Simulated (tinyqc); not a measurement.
## Modulation-doped quantum well, Poisson-Schroedinger loop: effect of the temperature

A well of width L centred at z = 0 between barriers Vb; effective-mass electrons, parabolic bands. The electrons come from donor sheets outside the mesh, a share fL of Ns on the left and the rest on the right, so the structure is neutral. Energies are counted from the band edge of the well, with U = 0 on the first node in the Hartree part.

Schroedinger equation -C d/dz (1/m) dpsi/dz + (V0 + U) psi = E psi, C = hbar^2/(2 m0), on a fine mesh (400 intervals across the well) with hard walls 3.85 nm outside the well edges (to within half a fine step); the lowest 2 levels are kept. V0 = 0 in the well and Vb outside, plus q Fz z (1 kV/cm = 1e-4 eV/nm). N_k = D Vt ln(1 + exp((EF - E_k)/Vt)), D = md m0 q/(pi hbar^2), sum N_k = Ns; n = sum N_k |psi_k|^2. dU/dz = q (fL Ns - integral of n from the left)/(eps0 eps_r). The loop is converged to 1e-9 eV; shares under 0.001 % are printed as 0.

Inputs (values chosen for the exercise); material values close to those of GaAs in AlGaAs: mass along z in the well mw = 0.0671 m0; mass along z in the barriers mb = 0.0914 m0; in-plane mass md = 0.0678 m0; barrier height Vb = 0.246 eV; relative permittivity (all layers) eps_r = 13.1; well width L = 9.9 nm; sheet density of electrons Ns = 5.9e11 cm^-2; share of the donors on the left side fL = 1; applied field along z Fz = 0 kV/cm.

Constants: q = 1.602176634e-19 C, kB = 1.380649e-23 J/K, hbar = 1.054571817e-34 J s, m0 = 9.1093837015e-31 kg, Vt = kB T/q, eps0 = 8.8541878128e-14 F/cm where lengths are in cm, hbar^2/(2 m0) = 0.0380998212 eV nm^2. Results are converted to the units shown.

Results:
columns A: T (K); B: E2 - E1 (meV); C: EF - E1 (meV); D: share of E2 (%); E: centroid (nm); F: charge in the barriers (%); G: range of U in the well (meV)
```
A       B      C       D       E     F     G
4    88.6   20.8       0  -0.506  3.77  36.3
20   88.6   20.8       0  -0.506  3.77  36.3
50   88.6   20.8       0  -0.506  3.77  36.3
100  88.6   20.0  0.0145  -0.505  3.77  36.3
200  88.6   14.4    1.11  -0.500  3.89  36.4
300  88.7   3.79    4.56  -0.481  4.24  36.5
400  88.8  -10.7    8.98  -0.458  4.69  36.7
```

Estimate the missing row, T = 150 K.

Computed row:
columns A: T (K); B: E2 - E1 (meV); C: EF - E1 (meV); D: share of E2 (%); E: centroid (nm); F: charge in the barriers (%); G: range of U in the well (meV)
```
A       B     C      D       E     F     G
150  88.6  17.9  0.260  -0.504  3.80  36.3
```

With this row back in the table: As T goes from 4 to 400, E2 - E1 stays near 88.6 meV, EF - E1 falls from 20.8 to -10.7 meV and the share of E2 rises from 0 to 8.98 %. EF stays below E2 throughout.

Computed by the program tinyqc: `OMP_NUM_THREADS=1 python tinyqc.py 2140010 2140011 out.jsonl`, one thread of a shared Intel Xeon 2.30GHz, about 0.1 s for the whole run.
